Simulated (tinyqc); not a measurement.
# Doping and thickness from pinch-off voltage and conductance

Problem. A uniform channel has Vp = q Nd a^2/(2 eps0 eps_r) and G0 = q mu Nd a W/L. Find a and Nd.

Values chosen for this exercise; material values close to those of gallium arsenide: relative permittivity of the semiconductor eps_r = 12.8; low-field mobility at this doping mu = 4100 cm^2/(V s); gate length L = 1 um; gate width W = 200 um.

Constants: q = 1.602176634e-19 C, eps0 = 8.8541878128e-14 F/cm where lengths are in cm. Results are converted to the units shown.

Vp = 4.3640360 V
G0 = 386.25274 mS

Answer. G0 gives the product Nd a and Vp gives Nd a^2; their ratio is a.

a = 210 nm
Nd = 1.40e17 cm^-3

Numbers from tinyqc (`OMP_NUM_THREADS=1 python tinyqc.py 2500060 2500061 out.jsonl`; about 0.04 s on one thread of a shared Intel Xeon 2.30GHz).
